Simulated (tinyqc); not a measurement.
Energies of the polytypes: polytypes and stacking faults of a tetrahedral semiconductor in an axial Ising model with couplings up to third neighbours. Computed by tinyqc, a small Python program. Command: `OMP_NUM_THREADS=1 python tinyqc.py 3003141 3003142 out.jsonl polytype walk`. One thread of a shared host (Intel(R) Xeon(R) Processor @ 2.30GHz), about 0.01 s of CPU time with the checks.

Each double layer has s = +1 or -1 for the sense of its stacking step; E per pair of atoms = E0 - sum_n J_n <s_i s_(i+n)>, n = 1, 2, 3. Hexagonality h = (1 - <s_i s_(i+1)>)/2.

Inputs (values chosen for the exercise, of the order of those of SiC for J, a, G and the gaps):

| quantity | value | unit |
|---|---|---|
| J1 | 2.07 | meV/pair |
| J2 | -3.7 | meV/pair |
| J3 | -0.26 | meV/pair |
| gap of 3C | 2.39 | eV |
| gap of 4H | 3.26 | eV |

Method. E - E(3C) = sum_n J_n (1 - C_n), C_n = <s_i s_(i+n)>. The gap is taken linear in h between 3C (h = 0) and 4H (h = 1/2), a rough rule, with a dash beyond.

correlations of the repeat units 3C (+), 2H (+-), 4H (++--), 6H (+++---), 15R (+++--), 8H (++++----), 21R (++++---), 9R (++-):
```
        n = 1     n = 2     n = 3
3C    1.00000   1.00000   1.00000
2H   -1.00000   1.00000  -1.00000
4H    0.00000  -1.00000   0.00000
6H    0.33333  -0.33333  -1.00000
15R   0.20000  -0.60000  -0.60000
8H    0.50000   0.00000  -0.50000
21R   0.42857  -0.14286  -0.71429
9R   -0.33333  -0.33333   1.00000
```

Polytypes:

| polytype | h | E - E(3C) (meV/pair) | gap by the linear rule (eV) |
|---|---|---|---|
| 3C | 0.0000 | 0.0000 | 2.3900 |
| 2H | 1.0000 | 3.6200 | - |
| 4H | 0.5000 | -5.5900 | 3.2600 |
| 6H | 0.3333 | -4.0733 | 2.9700 |
| 15R | 0.4000 | -4.6800 | 3.0860 |
| 8H | 0.2500 | -3.0550 | 2.8250 |
| 21R | 0.2857 | -3.4914 | 2.8871 |
| 9R | 0.6667 | -2.1733 | - |

E(2H) - E(3C) = 3.62 meV/pair

E(4H) - E(3C) = -5.59 meV/pair

E(6H) - E(3C) = -4.0733 meV/pair

The lowest is 4H, 0.910 meV/pair below 15R. J1/|J2| = 0.56: for J3 = 0 and J2 < 0 the ground state is 2H below -2, 4H between -2 and 2, and 3C above 2; at 2 itself all periods with bands of two or more layers are degenerate.

Extremes, crossings and ranges named in words are read from the listed rows.
